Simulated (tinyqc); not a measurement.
Worked calculation: G0W0 on RHF in the sto-6g basis, for H6, spin multiplicity 1. One step of it, computed by the program tinyqc.

Task: G0W0 on Hartree-Fock: LUMO. W(p,q,m) = sqrt2 sum_ia (pq|ia) (X+Y)_ia,m; Sigma_c(x) = sum_(i,m) W^2/(x - e_i + w_m) + sum_(a,m) W^2/(x - e_a - w_m); solve x = e_p + Sigma_c(x) by Newton steps; Z = 1/(1 - dSigma/dx); 1 hartree = 27.211386 eV.

orbital energies (hartree): MO1 -0.614969, MO2 -0.527063, MO3 -0.409135, MO4 0.301445, MO5 0.555681, MO6 0.847383

Two-electron integrals over orbitals (pq|rs), unique and non-zero (hartree):
```
(11|11) 0.395147    (21|21) 0.126401    (22|11) 0.311872    (22|22) 0.373146
(31|11) 0.078733    (31|22) -0.056268   (31|31) 0.127099    (32|21) -0.121238
(32|32) 0.138813    (33|11) 0.368110    (33|22) 0.327383    (33|31) 0.042724
(33|33) 0.368085    (41|21) 0.035908    (41|32) 0.005179    (41|41) 0.082140
(42|11) 0.054470    (42|22) -0.003779   (42|31) 0.048873    (42|33) 0.013426
(42|42) 0.070891    (43|21) 0.060007    (43|32) -0.058097   (43|41) 0.016223
(43|43) 0.077685    (44|11) 0.367195    (44|22) 0.326605    (44|31) 0.039994
(44|33) 0.358376    (44|42) 0.021277    (44|44) 0.371379    (51|11) 0.008891
(51|22) 0.026440    (51|31) -0.022040   (51|33) -0.009991   (51|42) 0.039867
(51|44) -0.001943   (51|51) 0.048896    (52|21) 0.022117    (52|32) 0.005378
(52|41) 0.056075    (52|43) -0.040360   (52|52) 0.090964    (53|11) -0.061483
(53|22) -0.001364   (53|31) -0.052421   (53|33) -0.025457   (53|42) -0.068028
(53|44) -0.021593   (53|51) -0.035657   (53|53) 0.072395    (54|21) 0.121209
(54|32) -0.133039   (54|41) 0.002308    (54|43) 0.059515    (54|52) -0.003626
(54|54) 0.141874    (55|11) 0.324218    (55|22) 0.376268    (55|31) -0.047547
(55|33) 0.337163    (55|42) 0.000262    (55|44) 0.344685    (55|51) 0.026628
(55|53) -0.003381   (55|55) 0.397882    (61|21) 0.001753    (61|32) 0.014125
(61|41) 0.029432    (61|43) 0.052998    (61|52) -0.033343   (61|54) -0.011515
(61|61) 0.068088    (62|11) -0.014000   (62|22) -0.030914   (62|31) 0.019989
(62|33) 0.000547    (62|42) -0.037317   (62|44) 0.002464    (62|51) -0.045839
(62|53) 0.039172    (62|55) -0.030030   (62|62) 0.047952    (63|21) 0.039327
(63|32) -0.002300   (63|41) 0.079382    (63|43) 0.018188    (63|52) 0.056538
(63|54) 0.001601    (63|61) 0.028976    (63|63) 0.084338    (64|11) 0.080590
(64|22) -0.049716   (64|31) 0.122425    (64|33) 0.043989    (64|42) 0.051064
(64|44) 0.044435    (64|51) -0.019129   (64|53) -0.053453   (64|55) -0.050979
(64|62) 0.018991    (64|64) 0.131452    (65|21) -0.129244   (65|32) 0.125327
(65|41) -0.037100   (65|43) -0.063643   (65|52) -0.022841   (65|54) -0.130714
(65|61) -0.002777   (65|63) -0.042990   (65|65) 0.144039    (66|11) 0.418640
(66|22) 0.331150    (66|31) 0.083877    (66|33) 0.392201    (66|42) 0.059826
(66|44) 0.398264    (66|51) 0.010491    (66|53) -0.068170   (66|55) 0.352870
(66|62) -0.016197   (66|64) 0.091519    (66|66) 0.465539
```

excitation energies w (hartree): 0.818446  0.881306  0.993816  1.105054  1.194196  1.247492  1.497270  1.526320  1.626948

X + Y:
```
             1          2          3          4          5          6          7          8
1>4  -0.150770   0.000000   0.884512   0.000000   0.113287   0.000000   0.238598   0.000000
1>5   0.000000  -0.087934   0.000000   0.424480   0.000000   0.803941   0.000000  -0.322190
1>6  -0.109086   0.000000  -0.126789   0.000000   0.227749   0.000000  -0.256091   0.000000
2>4   0.000000   0.858358   0.000000  -0.331809   0.000000   0.156208   0.000000  -0.133194
2>5   0.212870   0.000000  -0.246105   0.000000   0.784269   0.000000   0.406287   0.000000
2>6   0.000000   0.036908   0.000000  -0.134849   0.000000   0.476462   0.000000   0.837257
3>4   0.902017   0.000000   0.136714   0.000000  -0.109295   0.000000  -0.024527   0.000000
3>5   0.000000   0.478993   0.000000   0.763948   0.000000  -0.230112   0.000000   0.183919
3>6  -0.050198   0.000000  -0.272892   0.000000  -0.505078   0.000000   0.715662   0.000000

             9
1>4   0.110101
1>5   0.000000
1>6   0.885775
2>4   0.000000
2>5  -0.048243
2>6   0.000000
3>4   0.081937
3>5   0.000000
3>6   0.258768
```

Give: The 12 largest terms at x = e_p; Newton steps; quasiparticle energy of the LUMO; Hartree-Fock value.

Result:

The 12 largest terms at x = e_p (hartree; W for the signs of X + Y given):
```
q  m       W       term
1  7   0.129      0.007
6  4  -0.097     -0.006
5  1   0.076     -0.005
2  8  -0.093   3.70e-03
3  1   0.074   3.58e-03
3  9   0.087   3.26e-03
2  4  -0.076   2.96e-03
1  9   0.077   2.32e-03
2  6   0.058   1.62e-03
1  3   0.050   1.33e-03
3  5  -0.050   1.32e-03
4  4  -0.035  -1.11e-03
```

Newton steps (hartree):
```
step      x  Sigma_c(x)      Z
0     0.301       0.015  0.976
1     0.316       0.015  0.976
2     0.316       0.015  0.976
```

quasiparticle energy of the LUMO = 8.603 eV

Hartree-Fock value = 8.203 eV
